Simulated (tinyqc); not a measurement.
Worked calculation: propagation of a band-gap error through k.p and effective-mass formulas. Values are carried at full precision from step to step, so a last printed digit may differ when a step is redone from the rounded ones.

Chain, for a gap E (the reference Eg or another value), with Ep and Dso kept: 1/me = 1 + Ep (E + 2 Dso/3)/(E (E + Dso)); g* = 2 - 2 Ep Dso/(3 E (E + Dso)); g1(E) = g1 + (Ep/3)(1/E - 1/Eg), g2(E) = g2 + (Ep/6)(1/E - 1/Eg), light hole 1/(g1 + 2 g2), heavy hole 1/(g1 - 2 g2) along [100]; optical constant ei(E) = 1 + (ei - 1)(EP/(EP + E - Eg))^2, static e0(E) = ei(E) + e0 - ei.

Constants: Ry = 13.60569312 eV; a0 (Bohr radius) = 0.5291772105 angstrom; kB = 8.617333262e-05 eV/K; hbar^2/2m0 = 3.80998211 eV angstrom^2.

Values chosen for the exercise (reference values near those of GaAs, gap at low temperature; not measured data): Eg = 1.49 eV (gap at Gamma to the s-like level); Dso = 0.342 eV (spin-orbit splitting); Ep = 25.7 eV (Kane energy); g1 = 6.98 (Luttinger gamma1); g2 = 2.06 (gamma2); e0 = 12.91 (static dielectric constant); ei = 11.04 (optical dielectric constant); EP = 5.34 eV (mean (Penn) gap); Eg2 = 3.054 eV (a wrong gap, of the size a hybrid with far too much exact exchange can give); mh = 0.5 m0 (density-of-states mass of the holes); T = 400 K (temperature); k = 0.037 1/angstrom (wave vector).

## Masses, g factor and screening for both gaps

Evaluate the chain at Eg and at Eg2.

Band values at the two gaps:
```
quantity,at Eg,at Eg2,ratio
me,0.05822,0.1095,1.881
g*,-0.1466,1.435,-
g1,6.980,4.036,0.578
g2,2.060,0.5878,0.285
light hole,0.09009,0.1919,2.130
heavy hole,0.3497,0.3497,1.000
ei,11.04,7.006,0.635
e0,12.91,8.876,0.688
```

The gap is off by a factor of 2.05; the electron mass follows with 1.88 and the light hole with 2.13, while the heavy hole, which does not couple to the conduction level, keeps its value. The optical constant changes less, by -37 %, as it answers to the mean gap, which shifts by the same +1.56 eV on a base of 5.34 eV. g* moves by +1.58; near zero it is a difference of larger terms, and remote bands, left out here, shift it by tenths.

## Binding energies and densities for both gaps

Donor: R = Ry me/e0^2, a_B = a0 e0/me, Mott density (0.26/a_B)^3. Nc, Nv = 2 (m kT/(4 pi c))^(3/2), c = hbar^2/2m0, ni = sqrt(Nc Nv) exp(-E/2kT). Exciton: Ry mu/e0^2 with 1/mu = 1/me + g1(E). 1 angstrom^-3 = 1e24 cm^-3.

Use the values of the table.

Results:
```
quantity,at Eg,at Eg2,ratio
R (meV),4.753,18.91,3.98
a_B (angstrom),117.3,42.90,0.366
Mott density (cm^-3),1.088e+16,2.226e+17,20.5
Nc (cm^-3),5.428e+17,1.400e+18,2.58
ni (cm^-3),1.118e+09,0.2520,2.25e-10
exciton (meV),3.380,13.11,3.88
```

Power laws carry the error on: the donor energy (me/e0^2) by a factor of 3.98, the Mott density (cube of me/e0) by 20.5. ni, with its exponential, changes by a factor of 2.25e-10, that is 9.6 decades.

## A scissor shift and what it does not mend

A rigid shift D = Eg - Eg2 of the conduction band restores the gap but leaves the curvature, so the mass stays me(Eg2); redoing the sum 1/m = 1 + Ep (E + 2 Dso/3)/(E (E + Dso)) with E = Eg and the same Ep gives another mass. For optics, eps2 at the edge goes as |p|^2/E^2: a rigid shift keeps the dipole elements p/E, while shifting the energies under unchanged p scales eps2 by (Eg2/Eg)^2.

shift D = -1.564 eV
mass under a rigid shift = 0.1095 m0
mass from the sum with the corrected gap = 0.0582 m0
factor on eps2 if p is left unscaled = 4.201

The rigid shift leaves the mass off by a factor of 1.88. The mass from the corrected gap is the reference me(Eg) here, because the exercise keeps Ep fixed; a real correction of the gap depends on k and changes Ep as well.

## Far from the edge the relative error shrinks

Two-level dispersion E(k) = sqrt(E^2/4 + Ep c k^2) - E/2 at k/4, k, 4k for both gaps, c = hbar^2/2m0.

Energies above the edge:
```
k (1/angstrom),at Eg (eV),at Eg2 (eV),ratio
0.00925,0.0056,0.0027,0.489
0.03700,0.0851,0.0433,0.509
0.14800,0.8981,0.5888,0.656
```

The ratio tends to Eg/Eg2 = 0.49 at k = 0 and goes from 0.489 to 0.656: at large k both curves approach the same slope sqrt(Ep c), while their distance in eV grows towards |Eg - Eg2|/2.

## Checks

- Chain at E = Eg against the inputs g1, g2, ei, e0: they agree to 1e-10 or better.

Program tinyqc; command `OMP_NUM_THREADS=1 python tinyqc.py 1850399 1850400 out.jsonl`; about 0.01 s on one thread of a shared Intel(R) Xeon(R) Processor @ 2.30GHz.
